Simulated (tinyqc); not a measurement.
Cahn-Hilliard equation on a periodic one-dimensional grid: one step, computed by the program tinyqc. Command: `OMP_NUM_THREADS=1 python tinyqc.py 3013934 3013935 out.jsonl cahn walk`. One thread of a shared host (Intel(R) Xeon(R) Processor @ 2.30GHz), about 0.3 s of CPU time with the checks.

Free energy F = h sum_j [A (c_j^2 - 1)^2/4 + (kappa/2) ((c_(j+1) - c_j)/h)^2]; dc/dt = Lap(mu), mu = A (c^3 - c) - kappa Lap(c), Lap(y)_j = (y_(j+1) - 2 y_j + y_(j-1))/h^2, mobility 1; the grid has n = 12 points.

Question. The first step. Start: c_j = c0 + amplitude x (z_j - mean of z). c(new) = c + dt Lap(mu).

Inputs (values chosen for the exercise, in reduced units):
```
quantity,value,unit
spacing h,0.93,-
well depth A,1.2,-
gradient coefficient kappa,1.1,-
mean composition c0,0.24,-
noise amplitude,0.1,-
time step dt,0.037,-
```

Scheme: explicit Euler.

random numbers: [-0.413, -0.139, 0.567, -0.512, -0.336, 0.586, 0.453, 0.942, -0.610, -0.894, 0.712, -0.126]

Give: c at the start; mu at the start; c after one step; F at the start; F after one step.

Answer.

c at the start: [0.1968, 0.2242, 0.2948, 0.1869, 0.2045, 0.2967, 0.2834, 0.3323, 0.1771, 0.1487, 0.3093, 0.2255]

mu at the start: [-0.2983, -0.3104, -0.0960, -0.3760, -0.3300, -0.1905, -0.3919, -0.0951, -0.3671, -0.4149, -0.0248, -0.3269]

c after one step: [0.1950, 0.2339, 0.2736, 0.2008, 0.2085, 0.2821, 0.3047, 0.3080, 0.1867, 0.1674, 0.2797, 0.2396]

F at the start = 3.007

F after one step = 2.988
